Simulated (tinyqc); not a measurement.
Charge control and current of a heterostructure field-effect transistor: one step, computed by the program tinyqc.

Two subbands in a triangular well; E_F is counted from the conduction band edge of the channel at the interface.

Problem. Threshold and barrier capacitance. Threshold V_T = phi_B - dE_c - e N_d (d - spacer)/(eps eps_0) (in volts); C_b = eps eps_0/d.

Inputs (values chosen for the exercise, modelled on AlGaAs/GaAs): permittivity eps (barrier and channel) = 12.1; barrier thickness d = 31 nm; Schottky barrier phi_B = 0.81 eV; conduction band offset dE_c = 0.23 eV; delta-doping density N_d = 6e+12 1/cm^2; spacer between delta layer and channel = 3.5 nm.

Charge source: delta doping. Velocity law: smooth.

Constants: e = 1.602176634e-19 C; eps_0 = 8.8541878128e-12 F/m.

Give: threshold voltage V_T; barrier capacitance C_b.

Solution.

threshold voltage V_T = -1.888 V

barrier capacitance C_b = 0.3456 microfarad/cm^2

The device is normally on.
